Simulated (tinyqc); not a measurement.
Nucleation and growth of vacancy voids in a cooling silicon-like crystal. Inputs raised by 10 %, one at a time. Computed by tinyqc, a small Python program. Command: `OMP_NUM_THREADS=1 python tinyqc.py 3021866 3021867 out.jsonl voids sens`. One thread of a shared host (Intel(R) Xeon(R) Processor @ 2.30GHz), about 0.3 s of CPU time with the checks.

Spherical voids; vacancies are lost only to voids.

Inputs (values chosen for the exercise, close to those used for silicon): vacancy density at the melting point C_m = 5.3e+14 1/cm^3; formation energy E_f = 4 eV; melting point T_m = 1685 K; diffusion prefactor D0 = 0.00053 cm^2/s; migration energy E_m = 0.47 eV; site density rho = 5e+22 1/cm^3; void surface energy gamma = 0.917 J/m^2; cooling rate q = 28 K/min; ratio (V/G)/xi_c = 1.76; limit of the excess at high V/G = 2.2e+14 1/cm^3; temperature of the worked step T = 1395 K; temperature step = 0.25 K.

Vacancy supply: from V/G.

Constants: k_B = 8.617333262e-05 eV/K; k_B = 1.380649e-23 J/K; e = 1.602176634e-19 C.

Method:
- C = C_x (u - 1)/(u + 0.2) with u = (V/G)/xi_c, a form chosen for the exercise.
- C_e = C_m exp[-(E_f/k_B)(1/T - 1/T_m)]; D = D0 exp(-E_m/(k_B T)); f = k_B T ln(C/C_e); r* = 2 gamma/(rho f); W* = 16 pi gamma^3/(3 rho^2 f^2); Z = f/sqrt(12 pi W* k_B T); I = rho Z (4 pi r* D C) exp(-W*/(k_B T)).
- March down from 1500 K in steps dT, dt = dT/q, with values at the upper end of each step: a class of I dt voids is born with r*; then all classes grow by r^2 += 2 D (C - C_e) dt/rho; C falls by the vacancies added to voids. Stop at 1150 K. T_n is the T of the largest I, N the final count (classes under 1e-6 /cm^3 are dropped), and the mean radius the number average.

Runs:
```
input moved                                           from        to  void density N (1/cm^3)  mean radius (nm)  rate I (1/(cm^3 s))  W*/(k_B T)
base run                                                 -         -               2.8238e+08            11.173           5.7062e+03      47.553
vacancy density at the melting point C_m (1/cm^3)  5.3e+14  5.83e+14               2.9015e+08            11.071           4.9887e+02      49.965
formation energy E_f (eV)                                4       4.4               2.8622e+08            11.128           5.8301e+08      36.156
diffusion prefactor D0 (cm^2/s)                    0.00053  0.000583               2.4534e+08            11.710           6.2768e+03      47.553
void surface energy gamma (J/m^2)                    0.917    1.0087               3.0090e+08            10.907           7.9396e-04      63.293
cooling rate q (K/min)                                  28      30.8               3.2501e+08            10.660           5.7062e+03      47.553
ratio (V/G)/xi_c                                      1.76     1.936               2.5708e+08            12.010           1.1473e+05      44.705
limit of the excess at high V/G (1/cm^3)           2.2e+14  2.42e+14               2.6246e+08            11.820           6.0502e+04      45.312
```

Exponents ln(y'/y) / ln(x'/x):
```
input                                     void density N  mean radius    rate I  W*/(k_B T)
vacancy density at the melting point C_m           0.285       -0.096   -25.569       0.519
formation energy E_f                               0.142       -0.042   121.020      -2.875
diffusion prefactor D0                            -1.475        0.493     1.000       0.000
void surface energy gamma                          0.666       -0.252  -165.646       3.000
cooling rate q                                     1.475       -0.493     0.000       0.000
ratio (V/G)/xi_c                                  -0.985        0.758    31.487      -0.648
limit of the excess at high V/G                   -0.768        0.591    24.773      -0.507
```

Among the inputs moved here: void density N answers most in size to diffusion prefactor D0 (exponent -1.475), and about equally to cooling rate q (+1.475). Its exponent -1.475 in diffusion prefactor D0: only q/D matters. Its exponent +1.475 in cooling rate q: the scaling law of burst nucleation. Mean radius answers most in size to ratio (V/G)/xi_c (exponent +0.758), next to limit of the excess at high V/G (+0.591). Its exponent +0.493 in diffusion prefactor D0: only q/D matters. Its exponent -0.493 in cooling rate q: fixed volume shared among q^(3/2) voids. Rate I answers most in size to void surface energy gamma (exponent -165.646), next to formation energy E_f (+121.020); its exponent is below 0.0005 for cooling rate q. W*/(k_B T) answers most in size to void surface energy gamma (exponent +3.000), next to formation energy E_f (-2.875); its exponent is below 0.0005 for diffusion prefactor D0, cooling rate q.
